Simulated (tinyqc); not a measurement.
Raising U: Hubbard chain of 6 sites, mean field against exact. Computed by the program tinyqc. 

one-body matrix (hopping and site energies) (eV):
```
,1,2,3,4,5,6
1,0.0000,-1.6500,0.0000,0.0000,0.0000,0.0000
2,-1.6500,0.0000,-1.6500,0.0000,0.0000,0.0000
3,0.0000,-1.6500,0.0000,-1.6500,0.0000,0.0000
4,0.0000,0.0000,-1.6500,0.0000,-1.6500,0.0000
5,0.0000,0.0000,0.0000,-1.6500,0.0000,-1.6500
6,0.0000,0.0000,0.0000,0.0000,-1.6500,0.0000
```

electrons, up and down: 3  3

Collinear unrestricted mean field (the lowest of 40 random starts) against exact diagonalisation.

Exact and mean-field results (eV):
```
U,U/t,E exact,E mean field,mean |n_up - n_down|,"double occupancy, exact",first gap in the sector
0.8200,0.4970,-10.357614,-10.300065,0.0000,0.2266,1.3080
1.6500,1.0000,-9.287674,-9.055065,0.0000,0.2031,1.1714
3.3000,2.0000,-7.501418,-6.677590,0.4041,0.1584,0.9547
4.9500,3.0000,-6.131511,-5.001367,0.6726,0.1197,0.7891
6.6000,4.0000,-5.102733,-3.914531,0.8030,0.0896,0.6618
9.9000,6.0000,-3.740073,-2.688164,0.9093,0.0522,0.4885
13.2000,8.0000,-2.917363,-2.036534,0.9485,0.0329,0.3820
19.8000,12.0000,-2.005403,-1.367336,0.9770,0.0160,0.2630
33.0000,20.0000,-1.223459,-0.823348,0.9917,0.0061,0.1606
```

In absolute terms mean field is worst at U/t = 4.0, 1.188 eV too high: at small U it is nearly exact, and at large U it misses only exchange-scale energies. Its local moments set in at U/t = 2.0 of those listed, a broken symmetry that the exact state of a finite cluster with equal spins does not have. Relative to the exact energy its error is 0.6 % at the smallest U, 33 % at most and 33 % at the largest. The double occupancy falls from 0.227 to 0.006; at the largest U the first gap is 0.49 times the exchange scale 4t^2/U.
